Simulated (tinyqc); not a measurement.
Lorentz oscillators and the Kramers-Kronig relations, step by step. Values are carried at full precision from step to step, so a last printed digit may differ when a step is redone from the rounded ones.

eps(E) = 1 + sum_j S_j/(E0_j^2 - E^2 - i G_j E).

Constants: hbar c = 1973.269805 eV angstrom; hbar^2/2m0 = 3.80998211 eV angstrom^2; e^2/(4 pi eps0) = 14.39964547 eV angstrom.

Parameters, chosen for this exercise: E0 = (4.69, 9.19) eV (resonances); G = (1.41, 1.57) eV (widths); S = (14.1, 104.6) eV^2 (strengths); E = 11.98 eV (photon energy); h = 0.8 eV (grid step); M = 30 (grid points E_j = j h); i = 8 (grid index at which eps1 is wanted).

## Dielectric function at one energy

Evaluate each oscillator and the sum.

terms: [-0.1138+0.0158i, -1.6079+0.5120i]

eps(E) = -0.7217+0.5278i
eps(0) = 2.8795

## Optical constants

n + i k = sqrt(eps1 + i eps2) with k >= 0; R = ((n - 1)^2 + k^2)/((n + 1)^2 + k^2) at normal incidence from vacuum; alpha = 2 E k/(hbar c), times 1e8 for 1/cm; loss function Im(-1/eps) = eps2/(eps1^2 + eps2^2).

Convert eps at the photon energy E into the optical constants.

n = 0.2936
k = 0.8989
R = 0.5267
alpha = 1.09e+06 1/cm
loss function = 0.6602
vacuum wavelength hc/E (hc = 1239.841984 eV nm) = 103.5 nm

The intensity falls to 1/e within 9.16 nm. eps1 is negative, so k exceeds n, as in a metal below its plasma energy; R is 0.53.

## Absorptive part on the grid

Tabulate eps2 at E_j = j h.

eps2(E_j), j = 1 .. M: [0.0535, 0.1222, 0.2370, 0.4962, 1.3126, 2.2408, 1.0596, 0.8159, 1.1363, 2.3641, 6.0730, 5.5398, 2.0886, 0.9451, 0.5210, 0.3259, 0.2216, 0.1597, 0.1200, 0.0932, 0.0742, 0.0603, 0.0498, 0.0418, 0.0354, 0.0304, 0.0263, 0.0229, 0.0201, 0.0178]

## eps1 at one grid point

Kramers-Kronig: eps1(E) = 1 + (2/pi) P integral_0^infinity E1 eps2(E1)/(E1^2 - E^2) dE1. Maclaurin rule on the grid E_j = j h, j = 1 .. M: eps1(E_i) = 1 + (4 h/pi) sum over j with j - i odd of E_j eps2(E_j)/(E_j^2 - E_i^2); nothing is added above E_M.

List the terms E_j eps2_j/(E_j^2 - E_i^2) for j - i odd, add them and form eps1.

terms in order of j (1/eV): [-0.0011, -0.0162, -0.2103, -0.6181, 0.7520, 1.4650, 0.3232, 0.0607, 0.0209, 0.0096, 0.0052, 0.0031, 0.0020, 0.0013, 0.0009]

sum = 1.798 1/eV
eps1(E_i) = 2.832

The oscillator formula gives 2.677 at E_i = 6.4 eV. The rule samples every 2h = 1.6 eV against a narrowest width of 1.41 eV and stops at 24 eV; coarse sampling and the missing tail make the difference.

## The f-sum on the grid

W(E_M) = (2/pi) h sum_j E_j eps2_j, with half weight on the last point; the full integral equals sum S_j = (hbar omega_p)^2, and the electron density follows from (hbar omega_p)^2 = 8 pi c (e^2/(4 pi eps0)) N with c = hbar^2/2m0.

W(E_M) = 112.94 eV^2
sum S = 118.70 eV^2
share reached on this grid (a step near the line widths can inflate it) = 0.951
hbar omega_p = 10.895 eV
N = 8.61e+22 1/cm^3

## Checks

- The value of eps1 at 11.985 eV from a fine, long grid (with the tail of eps2 ~ 1/E^3 added) against the oscillator formula: both -0.719.

Computed by tinyqc, a small Python program: `OMP_NUM_THREADS=1 python tinyqc.py 1652551 1652552 out.jsonl` (the numbers bound the seed that draws the inputs); one thread of a shared host (Intel(R) Xeon(R) Processor @ 2.30GHz), about 0.1 s for the whole set of steps.
